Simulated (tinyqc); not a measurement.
Worked calculation: time-domain thermoreflectance: layered heat flow under a modulated pulse train, and what the signal ratio measures. Computed by tinyqc, a small Python program that keeps every step. Command: `OMP_NUM_THREADS=1 python tinyqc.py 3112260 3112261 out.jsonl tdtr walk`. One thread of a shared host (Intel(R) Xeon(R) Processor @ 2.30GHz), about 0.1 s of CPU time with the checks. Intermediate numbers are printed to about 5 digits and carried at full precision; extremes and crossings named in words are read from the listed rows.

Pulses repeat at 80 MHz; heat is laid down at the surface, all layers are isotropic.

Inputs (values chosen for the exercise, modelled on aluminium on sapphire):

| quantity | value | unit |
|---|---|---|
| metal thickness d | 110 | nm |
| metal conductivity | 180 | W/(m K) |
| metal heat capacity | 2.42 | MJ/(m^3 K) |
| boundary conductance G under the metal | 140 | MW/(m^2 K) |
| substrate conductivity kappa | 32.6 | W/(m K) |
| substrate heat capacity C | 3.09 | MJ/(m^3 K) |
| modulation frequency f | 1 | MHz |
| spot radius w (1/e^2, pump and probe) | 23 | micrometre |
| delay t | 2400 | ps |

Stack: metal, substrate.

## Length and time scales

Penetration depth sqrt(kappa/(pi f C)); effusivity sqrt(kappa C); cooling time of the metal d C_m/G; Kapitza length kappa/G.

penetration depth = 1.8325 micrometre

effusivity = 10037 W s^(1/2)/(m^2 K)

cooling time of the metal = 1901.4 ps

Kapitza length = 232.86 nm

depth over spot radius = 0.079676

## Impedance at k = 0 and the modulation frequency

For radial wave number k and angular frequency W each layer has u = sqrt(4 pi^2 k^2 + i W C/kappa) and gamma = kappa u. Surface impedance from below: Z = 1/gamma for the substrate; a layer of thickness L maps Z to (Z + tanh(u L)/gamma)/(1 + gamma Z tanh(u L)); a boundary adds 1/G. Take k = 0 and W = 2 pi f.

Z of the substrate = 28.107-28.107i m^2 K/GW

Z at the surface = 32.635-28.681i m^2 K/GW

## Response at the modulation frequency

Response per absorbed watt H(W) = 2 pi int_0^(2/w) Z(k, W) exp(-pi^2 k^2 w^2) k dk by 20 Gauss-Legendre points.

H(2 pi f) = 0.019719-0.017005i K/mW

phase of H(2 pi f) = -40.773 degrees

## Signal at one delay

Signal: X + iY = sum_(m = -M..M) H(2 pi (f + m f_r)) exp(i 2 pi m f_r t) exp(-pi (m/M)^2 x 4), f_r = 80 MHz, M = 4000, with H(-W) the complex conjugate of H(W); V_in = X, V_out = Y, ratio = -V_in/V_out.

V_in = 0.024989 K/mW

V_out = -0.017056 K/mW

ratio -V_in/V_out = 1.4652

## Ratio and sensitivities against delay

Sensitivity S = ln(ratio'/ratio)/ln(1.01) for a rise of one input by 1 %.

Ratio and sensitivities:

| t (ps) | ratio | S to kappa | S to G | S to d | S to C | S to w |
|---|---|---|---|---|---|---|
| 100 | 2.3816 | 0.35333 | -0.03056 | -0.58479 | 0.33770 | -0.033648 |
| 200 | 2.2989 | 0.34631 | -0.05636 | -0.58381 | 0.33051 | -0.033702 |
| 400 | 2.1682 | 0.33221 | -0.09749 | -0.51615 | 0.31612 | -0.033786 |
| 800 | 1.9591 | 0.30345 | -0.15514 | -0.40239 | 0.28681 | -0.033973 |
| 1500 | 1.6951 | 0.25615 | -0.21081 | -0.25374 | 0.23859 | -0.034369 |
| 2500 | 1.4447 | 0.19951 | -0.23747 | -0.11597 | 0.18076 | -0.035039 |
| 4000 | 1.2122 | 0.13835 | -0.22751 | -0.00660 | 0.11803 | -0.036158 |

The largest sensitivity in size at 100 ps is to d (-0.58). kappa and C enter almost alike, through the effusivity. At 400 ps an error of 3 % in d passes on as 5 % in kappa.

Checks made by the program: steady rise of a bare substrate, 1/(2 sqrt(pi) w kappa), from the same quadrature (relative difference below 1e-10).
